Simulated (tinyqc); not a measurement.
Inside a calculation. Model: p-type polysilicon, carrier trapping at grain boundaries.

Numbers from tinyqc (`OMP_NUM_THREADS=1 python tinyqc.py 2830129 2830130 out.jsonl`; about 0.01 s on one thread of a shared Intel Xeon 2.30GHz). Printed values are rounded.

One-dimensional grains of size Lg, uniform ionised doping N, monovalent traps Qt at each boundary at a depth Et below (for electrons) or above (for holes) the band edge there, abrupt depletion of width W on each side of a boundary, Boltzmann statistics. xi is the distance from the band edge at the grain centre to the Fermi level. Trapped charge Qt/(1 + exp((xi + VB - Et)/Vt)) = 2 N W, barrier VB = q N W^2/(2 eps0 eps_r).

Values chosen for this exercise; values of the order met in polycrystalline silicon:
- T = 300 K (temperature)
- eps_r = 11.7 (relative permittivity)
- NB = 2.65e19 cm^-3 (valence-band density of states at T)
- Lg = 110 nm (grain size)
- Qt = 2.1e12 cm^-2 (trap density of a grain boundary)
- Et = 0.39 eV (depth of the trap level from the majority band edge at the boundary)
- ms = 0.49 m0 (mass for thermionic emission)
- fe = 1 (correction factor of the emission rate)
- mug = 52 cm^2/(V s) (mobility inside the grains)
- N = 9.7e17 cm^-3 (doping)

Constants: q = 1.602176634e-19 C, kB = 1.380649e-23 J/K, m0 = 9.1093837015e-31 kg, Vt = kB T/q, eps0 = 8.8541878128e-14 F/cm where lengths are in cm. Results are converted to the units shown.

## Starting value

W = 8.7 nm.

W at the start = 8.7 nm

## Iteration 1: new W

Partly depleted grain, xi = Vt ln(NB/N): f = 1/(1 + exp((xi + VB - Et)/Vt)), g = Qt f - 2 N W, g' = -2 Qt f (1 - f) VB/(W Vt) - 2 N, W(new) = W - g/g'.

VB = 0.0567749 V
f = 0.999931
g = 4.12055e11 cm^-2
g' = -1.94073e11 cm^-2/nm
W after iteration 1 = 10.8232 nm

## Iteration 2: new W

As before.

VB = 0.0878676 V
f = 0.999771
g = -1.81964e8 cm^-2
g' = -1.94303e11 cm^-2/nm
W after iteration 2 = 10.8223 nm

## Iteration 3: new W

As before.

VB = 0.0878524 V
f = 0.999771
g = -95.5469 cm^-2
g' = -1.94302e11 cm^-2/nm
W after iteration 3 = 10.8223 nm

## Course of the iteration

Stop when the step is below 1e-10 nm, or after 40 iterations.

Course of the iteration:
```
iteration  W before the step (nm)  step (nm)
1                             8.7       2.12
2                         10.8232   -9.36e-4
3                         10.8223  -4.92e-10
4                         10.8223    < 1e-12
```

Converged in 4 iterations.

## Depletion width, Fermi level and barrier

If the trap equation with xi = Vt ln(NB/N) has a root W < Lg/2, the grain is partly depleted; otherwise W = Lg/2 and the trap equation gives xi = Et - VB + Vt ln(Qt/(N Lg) - 1). N* = Qt/Lg.

N* = 1.90909e17 cm^-3
W = 10.8223 nm
xi = 0.0855082 V
VB = 0.0878524 V
share of traps filled = 0.999771

N is 5.08 N*, and the grain is partly depleted; VB = 3.40 Vt.

## Resistivity and effective mobility

n0 = NB exp(-xi/Vt); mean density n0 (1 - 2 W/Lg) by charge balance in a partly depleted grain, and n0 (sqrt(pi)/2) erf(u)/u with u = sqrt(VB/Vt) in a fully depleted one; v = sqrt(kB T/(2 pi ms m0)); barrier resistivity Vt exp(VB/Vt)/(q fe n0 v Lg); grain resistivity (1 - 2 W/Lg)/(q n0 mug); effective mobility 1/(q mean density total resistivity).

n0 = 9.7e17 cm^-3
mean density = 7.79135e17 cm^-3
v = 3.84299e6 cm/s
barrier resistivity = 0.117708 ohm cm
grain resistivity = 0.0993929 ohm cm
resistivity = 0.217100 ohm cm
effective mobility = 36.8992 cm^2/(V s)

The resistivity is 1.75 times that of a single crystal with the same N and mobility mug, and the mean density is 80.3 % of N.
